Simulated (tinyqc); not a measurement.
Quantum limit of the contact resistance of a two-dimensional channel: two steps of the calculation.

Parabolic band with gv valleys, C = hbar^2/(2 m0), eta = (EF - Ec)/(kB T). Landauer picture: each mode conducts 2 q^2/h, and the contacts and the channel add incoherently in series, 1/Tt - 1 = 2 (1/tc - 1) + L/lam for the total transmission Tt.

Values chosen for this exercise: temperature T = 300 K; mass m = 0.43 m0; valleys gv = 1; carrier density n = 2e12 cm^-2; transmission of each contact tc = 0.11; back-scattering length of the channel lam = 6.9 nm; channel length L = 170 nm.

Constants: q = 1.602176634e-19 C, kB = 1.380649e-23 J/K, hbar = 1.054571817e-34 J s, h = 6.62607015e-34 J s, m0 = 9.1093837015e-31 kg, Vt = kB T/q, hbar^2/(2 m0) = 0.0380998212 eV nm^2. Results are converted to the units shown.

Question 1. Fermi level and modes. n = N ln(1 + exp(eta)), N = gv m kB T/(2 pi C); modes per width M = gv sqrt(m kB T/C) Fm(eta)/(2 sqrt(pi)), Fm(x) = (1/sqrt(pi)) int_0^infinity u^(-1/2)/(1 + exp(u - x)) du; at zero temperature M0 = gv kF/pi, kF = sqrt(2 pi n/gv). kB T in eV.

Give: N; eta; M; M0.

Answer 1.

N = 4.644e12 cm^-2
eta = -0.6193
M = 60.20 1/um
M0 = 112.8 1/um

The zero-temperature count is 87 % above the thermal one.

Question 2. Resistances. RQ = (h/2q^2)/M for the whole device, R = RQ/Tt; the part of one contact is Rc = RQ (1/tc - 1/2) and the channel adds RQ L/lam.

M = 60.198665 1/um

Wanted: RQ; Rc; channel; R; Tt.

Answer 2.

RQ = 214.40 ohm um
Rc = 1841.9 ohm um
channel = 5282.2 ohm um
R = 8966.0 ohm um
Tt = 0.023912

The two contacts make up 41.1 % of R.

Numbers from tinyqc (`OMP_NUM_THREADS=1 python tinyqc.py 2760042 2760043 out.jsonl`; about 0.01 s on one thread of a shared Intel Xeon 2.30GHz).
